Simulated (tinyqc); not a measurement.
# Changing the trap density N_t

Model: space-charge-limited current through a thin insulating or semi-insulating film with traps. Computed by tinyqc, a small Python program. Command: `OMP_NUM_THREADS=1 python tinyqc.py 3016436 3016437 out.jsonl sclc sweep`. One thread of a shared host (Intel(R) Xeon(R) Processor @ 2.30GHz), about 0.01 s of CPU time with the checks.

One ohmic injecting contact at x = 0 (field zero), drift only, non-degenerate free carriers.

Inputs (values chosen for the exercise, modelled on Si3N4): permittivity eps = 7.5; band mobility mu = 0.11 cm^2/(V s); effective density of states N_c = 1e+20 1/cm^3; equilibrium Fermi level below the band edge, E_0 = 0.66 eV; thickness d = 110 nm; free density at the anode, in units of N_c = 0.0004; temperature T = 400 K; trap level E_t below the band edge = 0.4 eV.

Traps: single level.

Constants: k_B = 8.617333262e-05 eV/K; e = 1.602176634e-19 C; eps_0 = 8.8541878128e-12 F/m.

Method:
- Free density n_0 = N_c exp(-E_0/k_B T) in equilibrium; trapped density n_t(n) = N_t/(1 + n_1/n), n_1 = N_c exp(-E_t/k_B T).
- theta = n/(n + n_t) at the anode density; trap-filled-limit voltage V_TFL = e (N_t - n_t(n_0)) d^2/(2 eps eps_0).
- J = e mu n F and (eps eps_0/e) dF/dx = n - n_0 + n_t(n) - n_t(n_0) = rho(n). With F = J/(e mu n): d = (eps eps_0 J/(e^2 mu)) I_1 and V = (eps eps_0 J^2/(e^3 mu^2)) I_2, I_k = int_(n_L)^infinity dn/(n^(k+1) rho(n)), n_L the density at the anode; with u = n_L/n, 200 Gauss-Legendre points in t, u = 1 - (1 - t)^2.
- Anode field J/(e mu n_L); Mott-Gurney current (9/8) eps eps_0 mu V^2/d^3; ohmic current e n_0 mu V/d.

One run for each value:
```
trap density N_t (1/cm^3)  voltage V (V)  current density J (A/cm^2)       theta   V_TFL (V)
8.20e+15                            1.74                         169  8.3304e-01  1.1963e-01
2.20e+16                            2.03                         202  6.5031e-01  3.2096e-01
6.10e+16                            2.79                         289  4.0145e-01  8.8993e-01
1.70e+17                            4.72                         516  1.9398e-01  2.4801e+00
4.50e+17                            9.29                        1071  8.3340e-02  6.5651e+00
1.20e+18                           20.84                        2505  3.2970e-02  1.7507e+01
3.30e+18                           52.11                        6446  1.2246e-02  4.8144e+01
9.00e+18                          135.61                       17049  4.5253e-03  1.3130e+02
2.50e+19                          368.33                       46700  1.6338e-03  3.6473e+02
```

Over the rows, voltage V (V) rises from 1.74 to 368 (exponent d ln y / d ln x 0.16 between the first rows and 0.98 between the last); current density J (A/cm^2) rises from 169 to 46700 (exponent d ln y / d ln x 0.18 between the first rows and 0.99 between the last); theta falls from 0.833 to 0.00163 (exponent d ln y / d ln x -0.25 between the first rows and -1.00 between the last). The exponent of V_TFL stays at 1: the charge of the filled traps.

Caution (rows 3.30e18, 9.00e18, 2.50e19): J V exceeds 1e5 W/cm^2, where self-heating, left out here, would matter. Caution (rows 3.30e18, 9.00e18, 2.50e19): the mean field exceeds 3 MV/cm, where field-assisted emission from traps and breakdown set in.
